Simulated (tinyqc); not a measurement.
Worked calculation: field-effect mobility of a thin-film transistor with band-tail and deep states (multiple trapping). Computed by tinyqc, a small Python program that keeps every step. Command: `OMP_NUM_THREADS=1 python tinyqc.py 3029305 3029306 out.jsonl tft walk`. One thread of a shared host (Intel(R) Xeon(R) Processor @ 2.30GHz), about 0.05 s of CPU time with the checks. Intermediate numbers are printed to about 7 digits and carried at full precision; extremes and crossings named in words are read from the listed rows.

A thick film in accumulation at small drain voltage. Only free electrons move; trapped ones still screen the gate. N_c and mu_0 are held fixed when T changes, leaving out the T^(3/2) growth of N_c. x = E_0 - psi is the distance of the Fermi level below the band edge.

Inputs (values chosen for the exercise, modelled on amorphous In2O3):
```
quantity                                           value         unit
permittivity eps                                       9            -
effective density of states N_c                  3.9e+18       1/cm^3
band mobility mu_0                                    69   cm^2/(V s)
tail density at the edge g_t                     1.8e+19  1/(eV cm^3)
tail width E_t                                        18          meV
deep-state density g_d                           2.3e+16  1/(eV cm^3)
flat-band Fermi level below the edge, E_0           0.52           eV
equivalent oxide thickness t                          25           nm
surface band bending psi_s as a fraction of E_0     0.95            -
temperature T                                        200            K
```

Deep states: included.

Constants: k_B = 8.617333262e-05 eV/K; e = 1.602176634e-19 C; eps_0 = 8.8541878128e-12 F/m.

## Free and trapped densities

F_j(eta) = int_0^infinity x^j/(1 + exp(x - eta)) dx, without a gamma-function factor. Integrals over x = E/(k_B T) use 160 Gauss-Legendre points in u = sqrt(x) from 0 to sqrt(max(eta, 0) + 32). Free n(x) = N_c (2/sqrt(pi)) F_1/2(-x/k_B T), with F_1/2 from its two-term series in exp(-x/k_B T) for x >= 12 k_B T; tail n_t(x) = int_0^1.2eV g_t exp(-E/E_t)/(1 + exp((x - E)/k_B T)) dE, E counted down from the edge, 120 Gauss-Legendre points; deep charge g_d psi; space charge rho(psi) = n + n_t + g_d psi less its value at psi = 0.

Local densities at x = 0.4, 0.3, 0.2, 0.15, 0.1, 0.05, 0 and -0.05 eV:
```
x (eV)    n (1/cm^3)  n_t (1/cm^3)  n/(n + n_t)
0.40    3.247194e+08  1.027068e+09    0.2402149
0.30    1.074972e+11  2.217045e+11    0.3265391
0.20    3.558648e+13  4.279307e+13    0.4540276
0.15    6.474489e+14  5.476870e+14    0.5417366
0.10    1.176826e+16  6.253499e+15    0.6530028
0.05    2.103035e+17  5.487162e+16    0.7930740
0.00    2.984073e+18  2.264087e+17    0.9294783
-0.05   1.679363e+19  3.155941e+17    0.9815542
```

E_t/k_B T = 1.04: the tail is narrower than about k_B T, so deep in the gap n_t roughly follows n, and the free share changes far less than n does.

## One gate voltage

Poisson: F(psi) = sqrt((2 e/(eps eps_0)) int_0^psi rho dpsi'); V_G - V_FB = psi_s + eps F(psi_s) t/3.9; free sheet density N_f = int (n - n(E_0))/F dpsi; induced sheet density N_i = eps eps_0 F(psi_s)/e; trapezoid rule on 301 even points in psi, the first interval left out of N_f. mu_eff = mu_0 N_f/N_i; field-effect mobility mu_FE = mu_0 e (dN_f/dV_G)/C_ox and swing S = dV_G/dlog10(N_f), by a central difference of +/- 2 mV in psi_s; C_ox = 3.9 eps_0/t.

surface field = 90.82938 kV/cm

V_G - V_FB = 1.018016 V

free sheet density N_f = 2.320879e+11 1/cm^2

induced sheet density N_i = 4.517594e+11 1/cm^2

effective mobility mu_eff = 35.44822 cm^2/(V s)

field-effect mobility mu_FE = 54.41356 cm^2/(V s)

swing S = 786.3934 mV/decade

51 % of the induced charge is free. mu_FE exceeds mu_eff because the free share is still growing with V_G. The swing is 19.82 times the ideal ln(10) k_B T/e.

## Transfer curve

The formulas are those given above.

Against the band bending:
```
psi_s (V)  V_G - V_FB (V)  N_f (1/cm^2)  mu_eff (cm^2/(V s))  mu_FE (cm^2/(V s))  S (mV/decade)
0.18             0.250618  1.668902e+04         1.891484e-05        4.966239e-05         62.046
0.26             0.362007  1.150193e+06         9.024584e-04        3.566784e-03         59.546
0.32             0.445619  2.989964e+07         1.905006e-02        9.390253e-02         58.798
0.37             0.516167  4.648897e+08         2.545576e-01        1.419426e+00         60.480
0.42             0.597766  7.130185e+09         3.210242e+00        1.499200e+01         87.802
0.46             0.726954  5.458027e+10         1.636385e+01        3.976153e+01        253.222
0.49             0.968579  1.988879e+11         3.326144e+01        5.306340e+01        691.082
0.53             1.740584  7.709787e+11         5.097222e+01        6.282838e+01       2261.450
0.57             3.208968  1.962641e+12         5.952411e+01        6.614000e+01       5467.723
```

The steepest swing among the rows is 59 mV/decade, close to the estimate for deep states alone, ln(10)(k_B T/e)(1 + sqrt(e eps eps_0 g_d)/C_ox) = 55. mu_eff climbs from 1.9e-5 to 60, 86 % of mu_0 in the last row. Between rows 6 and 7 N_f scales as (V_G - V_FB - psi_s)^2.22; an exponential tail holding all the charge would give the larger of 1 and 2 E_t/k_B T - 1, here 1.09, and free charge alone 1; charge in deep states makes the exponent larger and lets it vary with V_G.

Checks made by the program: tail integral against adaptive quadrature (relative difference below 1e-10).
